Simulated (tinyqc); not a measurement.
Inside a calculation. Method: tight binding, dimerised chain. Computed by tinyqc, a small Python program that keeps every step. Settings: t1 = 1.38, t2 = 0.8, delta = 0.35, points = 12, cells = 5. Command: `OMP_NUM_THREADS=1 python tinyqc.py 25496 25497 out.jsonl` (the two numbers bound the seeds that draw the settings). One thread of a shared host (Intel(R) Xeon(R) Processor @ 2.60GHz), about 0.01 s of CPU time with the checks.

## Bloch Hamiltonian at k

Parameters chosen for this model:
```
parameter     value                      unit
t1         1.380000       eV, inside the cell
t2         0.800000         eV, between cells
delta      0.350000  eV, +/- on the two sites
```

k point k (2 pi / a): 0.1600

H_AA = +delta, H_BB = -delta, H_AB = -t1 - t2 exp(-i k a).

H(k) at k (eV):
```
                 A                B
A           0.3500  -1.8087+0.6755i
B  -1.8087-0.6755i          -0.3500
```

## Levels at k

Diagonalise the Hermitian matrix.

eigenvalues (eV): -1.9621  1.9621

weights |c|^2 of the basis functions:
```
   band 1  band 2
A  0.4108  0.5892
B  0.5892  0.4108
```

## Bloch Hamiltonian at X

k point X (2 pi / a): 0.5000

As before.

H(k) at X (eV):
```
         A        B
A   0.3500  -0.5800
B  -0.5800  -0.3500
```

## Levels at X

As before.

eigenvalues (eV): -0.6774  0.6774

weights |c|^2 of the basis functions:
```
   band 1  band 2
A  0.2417  0.7583
B  0.7583  0.2417
```

## Bands along a path

The same steps at evenly spaced points between the labelled ones.

Bands along the path (eV):
```
k          band 1  band 2
G         -2.2079  2.2079
G-X 0.20  -2.1103  2.1103
G-X 0.40  -1.8301  1.8301
G-X 0.60  -1.4088  1.4088
G-X 0.80  -0.9384  0.9384
X         -0.6774  0.6774
```

With 1 band(s) filled, the highest filled level on these points lies at X and the lowest empty one at X: a gap of 1.3548 eV, direct.

## Berry (Zak) phase of the lower band

On 12 points k_j = j/N: phase = -Im ln of the product of <u_j|u_(j+1)>, closed with u_N = u_0 (the cell-periodic part is taken without the site positions). Single arguments depend on the phases chosen for the u_j; only their sum modulo 2 pi does not.

Overlaps:
```
j   |<u_j|u_j+1>|  argument (rad)
0          0.9956         -0.0799
1          0.9960         -0.0747
2          0.9970         -0.0618
3          0.9985         -0.0339
4          0.9970          0.0290
5          0.9709          0.1396
6          0.9709          0.1396
7          0.9970          0.0290
8          0.9985         -0.0339
9          0.9970         -0.0618
10         0.9960         -0.0747
11         0.9956         -0.0799
```

phase / pi, folded into (-1, 1] = 0.0520

## Open chain of 5 cells

H of the open chain (eV):
```
          1        2        3        4        5        6        7        8
1    0.3500  -1.3800   0.0000   0.0000   0.0000   0.0000   0.0000   0.0000
2   -1.3800  -0.3500  -0.8000   0.0000   0.0000   0.0000   0.0000   0.0000
3    0.0000  -0.8000   0.3500  -1.3800   0.0000   0.0000   0.0000   0.0000
4    0.0000   0.0000  -1.3800  -0.3500  -0.8000   0.0000   0.0000   0.0000
5    0.0000   0.0000   0.0000  -0.8000   0.3500  -1.3800   0.0000   0.0000
6    0.0000   0.0000   0.0000   0.0000  -1.3800  -0.3500  -0.8000   0.0000
7    0.0000   0.0000   0.0000   0.0000   0.0000  -0.8000   0.3500  -1.3800
8    0.0000   0.0000   0.0000   0.0000   0.0000   0.0000  -1.3800  -0.3500
9    0.0000   0.0000   0.0000   0.0000   0.0000   0.0000   0.0000  -0.8000
10   0.0000   0.0000   0.0000   0.0000   0.0000   0.0000   0.0000   0.0000

          9       10
1    0.0000   0.0000
2    0.0000   0.0000
3    0.0000   0.0000
4    0.0000   0.0000
5    0.0000   0.0000
6    0.0000   0.0000
7    0.0000   0.0000
8   -0.8000   0.0000
9    0.3500  -1.3800
10  -1.3800  -0.3500
```

The same hoppings without the wrap-around bond.

levels (eV): -2.1309  -1.9088  -1.5703  -1.1713  -0.8200  0.8200  1.1713  1.5703  1.9088  2.1309

weights of the highest filled level on the sites: 0.0549  0.0395  0.0827  0.1289  0.0813  0.2024  0.0518  0.2059  0.0159  0.1368

The bulk gap runs from -0.6774 to 0.6774 eV; no level of this chain lies inside it.
